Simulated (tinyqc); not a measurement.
Worked calculation: finite square well with mass mismatch (envelope functions). Values are carried at full precision from step to step, so a last printed digit may differ when a step is redone from the rounded ones.

A square well of width L and depth V0, mass mw inside and mb outside, energies from the bottom of the well, c = hbar^2/2m0. k = sqrt(mw E/c), kappa = sqrt(mb (V0 - E)/c). psi and psi'/m are continuous at the walls (BenDaniel-Duke), so level n solves k L + 2 atan[(k/mw)/(kappa/mb)] = n pi.

Constants: hbar^2/2m0 = 3.80998211 eV angstrom^2.

Inputs chosen for the exercise (near those of the light valleys of a Si film in SiO2; not measured data): L = 21 angstrom (well width); V0 = 3.262 eV (barrier height); mw = 0.192 m0 (mass in the well); mb = 0.516 m0 (mass in the barrier); alpha_w = 0.47 1/eV (non-parabolicity in the well); alpha_b = 0.15 1/eV (non-parabolicity in the barrier).

## How many levels are bound

At E = V0 the arctangent equals pi/2, so level n is bound if k0 L > (n - 1) pi with k0 = sqrt(mw V0/c). Compare with the infinitely deep well, E1(hard) = c (pi/L)^2/mw.

k0 = 0.40544 1/angstrom
k0 L/pi = 2.7102
number of bound levels = 3
E1(hard) = 0.4441 eV

The count does not depend on mb. One more level binds at L = 23.2 angstrom.

## The lowest level by bisection

f(E) = k L + 2 atan[(k/mw)/(kappa/mb)] - pi rises with E. Twelve halvings of [0, V0]: keep the half in which f changes sign.

Bisection:

| step | low (eV) | high (eV) | midpoint (eV) | k | kappa | f |
|---|---|---|---|---|---|---|
| 1 | 0.00000 | 3.26200 | 1.63100 | 0.28669 | 0.46999 | 4.9251 |
| 2 | 0.00000 | 1.63100 | 0.81550 | 0.20272 | 0.57562 | 2.6314 |
| 3 | 0.00000 | 0.81550 | 0.40775 | 0.14335 | 0.62174 | 0.9781 |
| 4 | 0.00000 | 0.40775 | 0.20388 | 0.10136 | 0.64356 | -0.2122 |
| 5 | 0.20388 | 0.40775 | 0.30581 | 0.12414 | 0.63275 | 0.4358 |
| 6 | 0.20388 | 0.30581 | 0.25484 | 0.11333 | 0.63818 | 0.1288 |
| 7 | 0.20388 | 0.25484 | 0.22936 | 0.10751 | 0.64088 | -0.0368 |
| 8 | 0.22936 | 0.25484 | 0.24210 | 0.11046 | 0.63953 | 0.0471 |
| 9 | 0.22936 | 0.24210 | 0.23573 | 0.10899 | 0.64020 | 0.0055 |
| 10 | 0.22936 | 0.23573 | 0.23254 | 0.10825 | 0.64054 | -0.0156 |
| 11 | 0.23254 | 0.23573 | 0.23414 | 0.10862 | 0.64037 | -0.0050 |
| 12 | 0.23414 | 0.23573 | 0.23493 | 0.10881 | 0.64029 | 0.0002 |

After twelve halvings the bracket is V0/4096 = 0.796 meV wide.

## Bound levels

Solve the condition for each n (six at most). With A = cos(kL/2) for even and sin(kL/2) for odd levels, the probability in the barriers is Pb = (A^2/kappa)/(A^2/kappa + L/2 +/- sin(kL)/(2k)), + for even.

Levels:

| n | parity | E (eV) | k (1/angstrom) | kappa (1/angstrom) | Pb |
|---|---|---|---|---|---|
| 1 | even | 0.2349 | 0.10880 | 0.64029 | 0.0189 |
| 2 | odd | 0.9716 | 0.22128 | 0.55695 | 0.0698 |
| 3 | even | 2.2445 | 0.33631 | 0.37123 | 0.1664 |

The lowest level lies at 53 % of the infinite-well value and decays into the barrier over 1/kappa = 1.6 angstrom. Above about 0.5 eV (from level 2 on) a parabolic band is a rough model.

## Mass in the plane and density of states

To first order in the in-plane energy, 1/m_par = (1 - Pb)/mw + Pb/mb for each subband. Each adds a step D = m_par/(2 pi c) to the density of states per area (spin included, one valley); 1/angstrom^2 = 1e16/cm^2.

Subbands:

| n | m_par (m0) | D (1e13/(eV cm^2)) |
|---|---|---|
| 1 | 0.1943 | 8.117 |
| 2 | 0.2008 | 8.388 |
| 3 | 0.2144 | 8.956 |

The mass is taken as isotropic here; the valleys of Si are not, and in the plane they have sqrt(ml mt), about 0.42 m0, so their real steps are about twice as large.

## Levels with energy-dependent masses

Non-parabolic bands: mw is replaced by mw (1 + alpha_w E) and mb by mb (1 - alpha_b (V0 - E)), in k, kappa and the matching condition alike.

Solve the same condition with the energy-dependent masses, and list the shift from the parabolic levels that exist in both.

Levels:

| n | E (eV) | mass inside | mass outside | shift (meV) |
|---|---|---|---|---|
| 1 | 0.2516 | 0.2147 | 0.2830 | 16.7 |
| 2 | 0.8453 | 0.2683 | 0.3290 | -126.3 |
| 3 | 1.5780 | 0.3344 | 0.3857 | -666.5 |
| 4 | 2.3530 | 0.4043 | 0.4456 | - |
| 5 | 3.0982 | 0.4716 | 0.5033 | - |

Level 1 moves by +16.7 meV and level 3 by -666.5 meV. The lighter mass deep in the barrier hardens the wall for low levels; the heavier mass in the well wins higher up. The heavier mass inside raises k at E = V0, which binds further levels (2 of them among the six at most that are listed).

## Checks

- Lowest level by finite differences (200 cells across the well) against the matching condition, eV: 0.2348 against 0.2349.

Program tinyqc; command `OMP_NUM_THREADS=1 python tinyqc.py 1251253 1251254 out.jsonl`; about 0.01 s on one thread of a shared Intel(R) Xeon(R) Processor @ 2.30GHz.
